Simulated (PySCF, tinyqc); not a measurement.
Worked calculation: FCI on RHF in the 6-311g basis, for H2, spin multiplicity 1. The lowest restricted solution is unstable here: a spin-polarised one lies 0.0110 hartree lower (PySCF). One step of it, computed by the program tinyqc.

Task: FCI: roots. Diagonalise (each vector has its largest component positive (the first on a tie)); all determinants have Ms = 0, so triplets appear too. The lowest singlet root is the correlation energy.

Occupation strings over the orbitals (2 doubly, a alpha, b beta, 0 empty; spin orbitals ordered 1a 1b 2a 2b ...): 200000 a0b000 a000b0 b0a000 b000a0 020000 0a0b00 0a000b 002000 00a0b0 0b0a00 000200 000a0b 00b0a0 000020 0b000a 000b0a 000002

H - E(HF) between determinants (hartree):
```
           200000     a0b000     a000b0     b0a000     b000a0     020000     0a0b00     0a000b
200000   0.000000   0.000000   0.000000   0.000000   0.000000   0.113041  -0.076520  -0.026742
a0b000   0.000000   0.533132   0.040491  -0.049701   0.027998   0.018095  -0.080103  -0.038314
a000b0   0.000000   0.040491   2.522991   0.027998  -0.059935  -0.035136   0.056149   0.158549
b0a000   0.000000  -0.049701   0.027998   0.533132   0.040491  -0.018095   0.032817   0.024045
b000a0   0.000000   0.027998  -0.059935   0.040491   2.522991   0.035136  -0.039826  -0.046339
020000   0.113041   0.018095  -0.035136  -0.018095   0.035136   0.503260   0.096528   0.022576
0a0b00  -0.076520  -0.080103   0.056149   0.032817  -0.039826   0.096528   0.877156  -0.089223
0a000b  -0.026742  -0.038314   0.158549   0.024045  -0.046339   0.022576  -0.089223   2.791611
002000   0.049701  -0.059243  -0.032240   0.059243   0.032240   0.025837  -0.006175  -0.020489
00a0b0  -0.027998  -0.032240   0.036261  -0.019019  -0.038799  -0.021232   0.030105   0.050994
0b0a00   0.076520   0.032817  -0.039826  -0.080103   0.056149  -0.096528  -0.071472  -0.026509
000200   0.071886   0.049851  -0.057696  -0.049851   0.057696   0.071472   0.094026  -0.055288
000a0b   0.038544   0.040198  -0.133153  -0.023699   0.053744   0.026509  -0.055288   0.021816
00b0a0   0.027998  -0.019019  -0.038799  -0.032240   0.036261   0.021232  -0.028795  -0.032251
000020   0.059935   0.038799  -0.073525  -0.038799   0.073525   0.042647  -0.050461  -0.100653
0b000a   0.026742   0.024045  -0.046339  -0.038314   0.158549  -0.022576  -0.026509  -0.041412
000b0a  -0.038544  -0.023699   0.053744   0.040198  -0.133153  -0.026509  -0.005948   0.044249
000002   0.054139   0.035054  -0.100545  -0.035054   0.100545   0.041412  -0.044249  -0.044829

           002000     00a0b0     0b0a00     000200     000a0b     00b0a0     000020     0b000a
200000   0.049701  -0.027998   0.076520   0.071886   0.038544   0.027998   0.059935   0.026742
a0b000  -0.059243  -0.032240   0.032817   0.049851   0.040198  -0.019019   0.038799   0.024045
a000b0  -0.032240   0.036261  -0.039826  -0.057696  -0.133153  -0.038799  -0.073525  -0.046339
b0a000   0.059243  -0.019019  -0.080103  -0.049851  -0.023699  -0.032240  -0.038799  -0.038314
b000a0   0.032240  -0.038799   0.056149   0.057696   0.053744   0.036261   0.073525   0.158549
020000   0.025837  -0.021232  -0.096528   0.071472   0.026509   0.021232   0.042647  -0.022576
0a0b00  -0.006175   0.030105  -0.071472   0.094026  -0.055288  -0.028795  -0.050461  -0.026509
0a000b  -0.020489   0.050994  -0.026509  -0.055288   0.021816  -0.032251  -0.100653  -0.041412
002000   1.150434   0.078300   0.006175   0.064294   0.025738  -0.078300   0.034966   0.020489
00a0b0   0.078300   3.025157  -0.028795  -0.039232  -0.114305  -0.034966  -0.011664  -0.032251
0b0a00   0.006175  -0.028795   0.877156  -0.094026  -0.005948   0.030105   0.050461  -0.089223
000200   0.064294  -0.039232  -0.094026   1.264210  -0.079703   0.039232   0.066301   0.055288
000a0b   0.025738  -0.114305  -0.005948  -0.079703   3.183166   0.043513   0.136401   0.044249
00b0a0  -0.078300  -0.034966   0.030105   0.039232   0.043513   3.025157   0.011664   0.050994
000020   0.034966  -0.011664   0.050461   0.066301   0.136401   0.011664   5.161651   0.100653
0b000a   0.020489  -0.032251  -0.089223   0.055288   0.044249   0.050994   0.100653   2.791611
000b0a  -0.025738   0.043513  -0.055288   0.079703  -0.065558  -0.114305  -0.136401   0.021816
000002   0.030394  -0.091723   0.044249   0.065558   0.004302   0.091723   0.325626   0.044829

           000b0a     000002
200000  -0.038544   0.054139
a0b000  -0.023699   0.035054
a000b0   0.053744  -0.100545
b0a000   0.040198  -0.035054
b000a0  -0.133153   0.100545
020000  -0.026509   0.041412
0a0b00  -0.005948  -0.044249
0a000b   0.044249  -0.044829
002000  -0.025738   0.030394
00a0b0   0.043513  -0.091723
0b0a00  -0.055288   0.044249
000200   0.079703   0.065558
000a0b  -0.065558   0.004302
00b0a0  -0.114305   0.091723
000020  -0.136401   0.325626
0b000a   0.021816   0.044829
000b0a   3.183166  -0.004302
000002  -0.004302   5.232237
```

Give: lowest roots of this matrix, relative to E(HF); lowest vectors; <S^2> of these roots; weight of the ground state by excitation level 0, 1, 2, ....

Result:

lowest roots of this matrix, relative to E(HF) (hartree): -0.0513  0.4595  0.4726  0.5559  0.8044  0.9620  1.1385  1.3347

lowest vectors:
```
         root 1   root 2   root 3   root 4
200000   0.9596   0.2429   0.0000   0.0804
a0b000   0.0300  -0.3752   0.6988   0.5469
a000b0  -0.0107   0.0239  -0.0256  -0.0038
b0a000  -0.0300   0.3752   0.6988  -0.5469
b000a0   0.0107  -0.0239  -0.0256   0.0038
020000  -0.2256   0.7436   0.0000   0.5861
0a0b00   0.1043  -0.2116   0.1037   0.0691
0a000b   0.0126  -0.0234   0.0109   0.0082
002000  -0.0278  -0.1172   0.0000   0.1008
00a0b0   0.0045   0.0152   0.0140  -0.0009
0b0a00  -0.1043   0.2116   0.1037  -0.0691
000200  -0.0562   0.0201   0.0000  -0.1748
000a0b  -0.0096  -0.0013  -0.0026  -0.0245
00b0a0  -0.0045  -0.0152   0.0140   0.0009
000020  -0.0057  -0.0073   0.0000  -0.0100
0b000a  -0.0126   0.0234   0.0109  -0.0082
000b0a   0.0096   0.0013  -0.0026   0.0245
000002  -0.0055  -0.0055   0.0000  -0.0105
```

<S^2> of these roots: 0.0000  0.0000  2.0000  0.0000  2.0000  0.0000  0.0000  0.0000

weight of the ground state by excitation level 0, 1, 2, ...: 0.9208  0.0020  0.0772
